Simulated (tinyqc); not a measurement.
Beam energy: resolution against speed: sputter depth profiling of a dopant layer: erosion rate, quantification and the mixing-roughness response. Computed by tinyqc, a small Python program. Command: `OMP_NUM_THREADS=1 python tinyqc.py 3016811 3016812 out.jsonl sims walk`. One thread of a shared host (Intel(R) Xeon(R) Processor @ 2.30GHz), about 0.05 s of CPU time with the checks.

A rastered ion beam erodes silicon (49.94 atoms per nm^3). The measured profile is the true one convolved with a depth response.

Inputs (values chosen for the exercise, modelled on a dopant in silicon under an oxygen or caesium beam): beam energy E = 0.35 keV; beam current = 210 nA; raster side = 500 um; sputter yield at 1 keV = 0.55; mixing length at 1 keV = 2.2 nm; roughness sigma = 1.5 nm; depth of the top edge z0 = 34 nm; box width b = 1.5 nm; box concentration C = 8.5e+19 1/cm^3; relative sensitivity factor RSF = 5.9e+21 1/cm^3; matrix count rate = 840000 1/s; background count rate = 7 1/s; counting time per point = 2 s; level that defines the junction C_B = 8e+17 1/cm^3.

True profile: box.

Constants: e = 1.602176634e-19 C.

Method:
- Scaling chosen for the exercise: yield Y = Y1 E^0.5, mixing length w = w1 E^0.5 (E in keV).
- Erosion rate = Y I/(e x raster^2 x density); depth step = rate x counting time; concentration = RSF x counts/matrix counts; detection limit = RSF x 3 sqrt(background x time)/(matrix rate x time).
- Mixing alone turns a layer at z0 into (1/w) exp(-(z - z0 + w)/w) for z > z0 - w; roughness adds a Gaussian of width sigma. With x = z - z0 + w: g(x) = (1/(2w)) exp(sigma^2/(2 w^2) - x/w) erfc((sigma/w - x/sigma)/sqrt2), and its integral G(x) = (1/2) erfc(-x/(sigma sqrt2)) - w g(x). Measured: C [G(x) - G(x - b)].
- Width = full width at half maximum; the apparent junction is the deep point where the profile falls to C_B; time to profile to twice z0 = 2 z0/erosion rate, at fixed current.

erosion rate = 0.0341599 nm/s

Measured values:
```
E (keV)  w (nm)  peak (1/cm^3)  width (nm)  apparent junction (nm)  time (min)
0.15     0.8521     2.9313e+19      4.0443                  39.761      50.679
0.25     1.1000     2.7947e+19      4.2056                  40.228      39.256
0.50     1.5556     2.5562e+19      4.5131                  41.179      27.758
1.00     2.2000     2.2659e+19      4.9568                  42.526      19.628
2.00     3.1113     1.9436e+19      5.5936                  44.277      13.879
4.00     4.4000     1.6146e+19      6.5112                  46.421       9.814
8.00     6.2225     1.3021e+19      7.8294                  48.904       6.940
```

What does the comparison show, and why?

From the highest to the lowest energy the width goes from 7.83 to 4.04 nm, towards the floor set by roughness and the box width 1.5 nm, and the junction error from 13.4 to 4.26 nm, at 7.3 times the time. Extrapolating the tail slope to zero energy separates mixing from real diffusion. Caution: the surface transient, segregation under the beam and the growth of roughness with depth are left out, and real yields fall faster near the sputter threshold.

Extremes, crossings and ranges named in words are read from the listed rows.
